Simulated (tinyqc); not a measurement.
What each parameter does: Wannier function of the lower band of a two-orbital chain.

H(k) = [[-d/2 - 2 ta cos k, -t1 - t2 exp(-ik)], [-t1 - t2 exp(ik), d/2 - 2 tb cos k]], k in 1/a, Bloch sums with exp(ikR) and without the positions inside the cell. Mesh k_j = 2 pi j/N. Projection gauge: each lower eigenvector u is multiplied by the phase that makes <trial|u> real and positive (the one-band case of Loewdin orthogonalisation). Wannier amplitudes w(R) = (1/N) sum_k exp(ikR) u(k); hoppings H(R) = (1/N) sum_k exp(-ikR) E(k).

Parameters, chosen for this exercise:
- d = 0.34 eV (A at -d/2, B at +d/2)
- t1 = 1.12 eV (A-B in the cell)
- t2 = 0.2 eV (B to A of the next cell)
- ta = -0.27 eV (A-A between cells)
- tb = -0.11 eV (B-B between cells)
- xb = 0.31 a (position of B (A at 0))
- th = 60 degrees (trial orbital cos(th) A + sin(th) B in cell 0)

N = 24: centre (folded into [0, 1)) and Omega_I from overlaps M_j = u_j^+ diag(1, exp(-i b xb)) u_(j+1), b = 2 pi/N: centre = -(1/2 pi) Im ln prod M_j, Omega_I = mean(1 - |M_j|^2)/b^2; and the first two hoppings H(R).

Results for these values:
```
case  centre (a)  Omega_I (a^2)  H(1) (eV)  H(2) (eV)
base      0.1228         0.0297     0.1044     0.0004
```

What happens to each result for ta = -0.17 eV, all else kept?

Answer: centre rises from 0.1228 to 0.1274; Omega_I falls from 0.0297 to 0.0278; H(1) falls from 0.1044 to 0.0462; H(2) rises from 0.0004 to 0.0035.

The same for each parameter in turn:
```
case             centre (a)  Omega_I (a^2)  H(1) (eV)  H(2) (eV)
base                 0.1228         0.0297     0.1044     0.0004
d = 0.64 eV          0.1038         0.0280     0.1170    -0.0005
t1 = 1.27 eV         0.1275         0.0284     0.1025     0.0005
t2 = 0.1 eV          0.1278         0.0267     0.1529    -0.0022
ta = -0.17 eV        0.1274         0.0278     0.0462     0.0035
xb = 0.36 a          0.1438         0.0376     0.1044     0.0004
th = 70 degrees      0.1228         0.0297     0.1044     0.0004
```

The trial angle is a choice of gauge and moves none of these; xb enters the position operator alone, so it leaves the hoppings.

Computed by tinyqc, a small Python program: `OMP_NUM_THREADS=1 python tinyqc.py 1452464 1452465 out.jsonl` (the numbers bound the seed that draws the inputs); one thread of a shared host (Intel(R) Xeon(R) Processor @ 2.30GHz), about 0.1 s for the whole set of steps.
